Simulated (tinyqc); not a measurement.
## Mean barrier and spread from two temperatures

Problem. For a Gaussian spread of Schottky barriers the apparent height is phi_ap = phi - sg^2/(2 Vt), Vt = kB T/q. Find sg and phi.

Constants: q = 1.602176634e-19 C, kB = 1.380649e-23 J/K. Results are converted to the units shown.

phi_ap(0) at 200 and 300 K (eV): [0.61454162, 0.63969441]

Solution. phi_ap is linear in 1/(2 Vt) with slope -sg^2 and intercept phi.

sg = 0.05100 eV
phi = 0.6900 eV

Numbers from tinyqc (`OMP_NUM_THREADS=1 python tinyqc.py 2640056 2640057 out.jsonl`; about 0.01 s on one thread of a shared Intel Xeon 2.30GHz).
